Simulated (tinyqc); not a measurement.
Worked calculation: band offset from the macroscopic average of a supercell potential. Values are carried at full precision from step to step, so a last printed digit may differ when a step is redone from the rounded ones.

A model of the planar-averaged electrostatic energy of an electron in a periodic cell of N1 periods of A (L1 = N1 n1 h) and N2 periods of B (L2 = N2 n2 h), on z_j = j h: V(z) = f VA + (1 - f) VB + F t(z), VA = V1[0] + V1[1] cos(2 pi z/(n1 h)) + V1[2] cos(4 pi z/(n1 h)), VB the same with V2, n2 and z - L1. f = [tanh(z/w) - tanh((z - L1)/w) + tanh((z - L1 - L2)/w)]/2 + 1/2; t(z) = z - L1/2 in A and (L1/L2)(L1 + L2/2 - z) beyond, so that the cell is periodic.

Constants: e^2/(4 pi eps0) = 14.39964547 eV angstrom.

Values chosen for the exercise (gaps near those of InAs and GaSb; shifted at random, so the results belong to these values and not to a real crystal): h = 0.3 angstrom (grid step); n1 = 6 (grid points per period of A); n2 = 5 (grid points per period of B); N1 = 4 (periods of A); N2 = 5 (periods of B); V1 = (-6.82, 2.62, -0.93) eV (mean and two harmonics of the potential in A); V2 = (-4.88, 4.53, -0.14) eV (the same in B); w = 0.41 angstrom (width of the interfaces); F = 0 eV/angstrom (slope in A from opposite charges on the two interfaces); Ev1 = 7.68 eV (valence top of bulk A above its mean potential); Eg1 = (0.05, 0.4) eV (gap of A: semi-local value, corrected value); fv1 = 0.74 (share of the correction that lowers the valence top of A); Ev2 = 6.35 eV (valence top of bulk B above its mean potential); Eg2 = (0.1, 0.8) eV (gap of B: semi-local value, corrected value); fv2 = 0.52 (the same share for B); eps = 9.7 (dielectric constant at the interface).

## The planar average

Evaluate V on the grid, j = 0, 1, ...

V(z_j) (eV): -4.248  -5.711  -7.712  -10.284  -7.644  -5.044  -5.131  -5.045  -7.665  -10.370  -7.665  -5.045  -5.130  -5.045  -7.665  -10.370  -7.665  -5.045  -5.130  -5.042  -7.653  -10.348  -7.712  -4.730  -2.810  -3.682  -8.541  -8.610  -3.379  -0.493  -3.367  -8.588  -8.588  -3.367  -0.490  -3.367  -8.588  -8.588  -3.367  -0.490  -3.367  -8.588  -8.588  -3.367  -0.495  -3.387  -8.577  -8.408  -3.698

## Running means

Running mean over n points, periodic: for odd n the plain mean of the n points centred on j; for even n the n + 1 points with half weight at both ends. The macroscopic average applies the mean over n1 points and then over n2 points.

Apply the first mean, then the second.

after the mean over n1 points (eV): -6.535  -6.613  -6.662  -6.847  -6.866  -6.806  -6.809  -6.818  -6.820  -6.820  -6.820  -6.820  -6.820  -6.820  -6.820  -6.820  -6.820  -6.818  -6.816  -6.818  -6.795  -6.576  -6.269  -6.230  -6.159  -5.653  -4.939  -4.632  -5.088  -5.500  -5.067  -4.390  -4.388  -5.063  -5.498  -5.063  -4.388  -4.388  -5.063  -5.498  -5.063  -4.388  -4.391  -5.066  -5.485  -5.063  -4.729  -5.237  -6.032

macroscopic average (eV): -6.216  -6.538  -6.705  -6.759  -6.798  -6.829  -6.824  -6.815  -6.818  -6.820  -6.820  -6.820  -6.820  -6.820  -6.820  -6.820  -6.819  -6.818  -6.813  -6.765  -6.655  -6.538  -6.406  -6.177  -5.850  -5.523  -5.294  -5.162  -5.045  -4.935  -4.887  -4.882  -4.881  -4.880  -4.880  -4.880  -4.880  -4.880  -4.880  -4.880  -4.881  -4.881  -4.879  -4.879  -4.947  -5.116  -5.309  -5.519  -5.829

Around the middle of B the first mean varies by 1110 meV over five points and the second by 0 meV: one window removes only the period it matches.

## The potential line-up

Read the macroscopic average in the middle of each region, j = 12 and j = 36, and its slope in A by a central difference over two points each way.

plateau in A = -6.820 eV
plateau in B = -4.880 eV
dV = B - A = 1.940 eV
slope in A = 0.000 eV/angstrom

The plateaus are flat, so the line-up is well defined.

## Band offsets

dEv = Ev(A) - Ev(B) = Ev1 - (dV + Ev2); dEc = Ec(B) - Ec(A) = Eg2 - Eg1 - dEv. The correction of a gap, c = Eg[1] - Eg[0], lowers the valence top by fv c and leaves dV, a ground-state quantity, as it is. Type I: dEv and dEc of one sign; II: opposite signs; III: no overlap of the gaps.

Give the offsets with semi-local and with corrected band edges.

dEv, dEc, semi-local (eV): -0.610  0.660

lowering of the valence tops of A and B (eV): 0.259  0.364

dEv, dEc, corrected (eV): -0.505  0.905

The correction moves dEv by +0.11 eV and dEc by +0.25 eV; the type stays III.

## The dipole behind the step

A step dV of the mean electron energy from A to B across an interface equals 4 pi (e^2/4 pi eps0) times a dipole per area p (in e angstrom per angstrom^2). For a change of 0.1 eV in dV, give the charge per area moved over 2 angstrom in a medium of dielectric constant eps: sigma = 0.1 eps/(4 pi (e^2/4 pi eps0) 2). 1 angstrom^-2 = 1e16 cm^-2.

|p| = 0.01072 e/angstrom
sigma = 2.68e+13 e/cm^2

With about 7e14 atoms per cm^2 in a plane (as on a silicon (100) face), 3.8 % of an electron per atom shifts the line-up by 0.1 eV.

## Checks

- Line-up in a cell of 14 + 14 periods without slope against V2[0] - V1[0] (eV): both 1.9400.

Program tinyqc; command `OMP_NUM_THREADS=1 python tinyqc.py 1880561 1880562 out.jsonl`; about 0.01 s on one thread of a shared Intel(R) Xeon(R) Processor @ 2.30GHz.
